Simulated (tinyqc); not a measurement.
# Sub-threshold conduction and electro-thermal threshold of an amorphous chalcogenide: what changes with what

Trap-limited conduction: I = I0 exp(-Ea/kB T) sinh(q V dz/(2 ua kB T)), I0 = 2 q A Nt dz/ta. One lumped temperature T = T0 + Rt I V. The threshold is the largest V for which a steady state exists on the low-current branch.

Values chosen for this exercise; values of the order of Ge-Sb-Te and related chalcogenides:
```
symbol   value   unit                 meaning
T0         300      K     ambient temperature
A         2100   nm^2           cross-section
ua          21     nm     amorphous thickness
dz         5.7     nm  distance between traps
Ea         0.3     eV       activation energy
Nt      5.1e18  cm^-3            trap density
ta       1e-14      s            attempt time
Rt         5.1   K/uW      thermal resistance
nu        0.11                 drift exponent
```

Constants: q = 1.602176634e-19 C, kB = 1.380649e-23 J/K. Results are converted to the units shown.

Each table varies one quantity; the others keep the values above.

## Resistance drift

The low-field resistance drifts as R = R0 (t/1 s)^nu, R0 = 2 ua kB T0 exp(Ea/kB T0)/(q dz I0). Read as a growth of Ea, this is dEa = nu kB T0 ln(t/1 s).

Resistance drift:
```
t (s)  R (Mohm)     R/R0  dEa (meV)
0.001    4.9916  0.46774    -19.644
0.1      8.2840  0.77625    -6.5479
1        10.672   1.0000          0
100      17.711   1.6596     13.096
10000    29.393   2.7542     26.192
1e6      48.780   4.5709     39.287
3e8      91.354   8.5602     55.507
```

Read the table: what changes, and by how much?

R grows by a factor of 1.29 a decade and 8.56 from 1 s to 3e8 s. A level that lies a factor of 3 below a fixed read threshold at 1 s reaches it after 21800 s.

## Threshold against amorphous thickness

Same model as above.

The threshold is the first local maximum over T of the V that solves Rt I(V, T) V = T - T0. Rt is held fixed.

Threshold against amorphous thickness:
```
ua (nm)  Vth (V)  T - T0 (K)  Ith (uA)  field (MV/cm)
18         1.036       102.9     19.47         0.5755
24         1.313       91.86     13.72         0.5471
30         1.577       85.10     10.58         0.5256
36         1.830       80.42     8.616         0.5084
42         2.075       76.92     7.269         0.4940
48         2.312       74.17     6.290         0.4817
54         2.543       71.94     5.546         0.4710
60         2.769       70.07     4.963         0.4614
```

Read the table: what changes, and by how much?

Vth rises from 1.04 to 2.77 V, as ua^(0.82), and the threshold field falls from 0.576 to 0.461 MV/cm; Ith falls from 19.5 to 4.96 uA. A power of 1 would mean a fixed threshold field.

Range of the model: Purely electronic switching mechanisms, filaments and series resistance are left out.

tinyqc, about 0.01 s, one thread, Intel Xeon 2.30GHz (shared host): `OMP_NUM_THREADS=1 python tinyqc.py 2490101 2490102 out.jsonl`
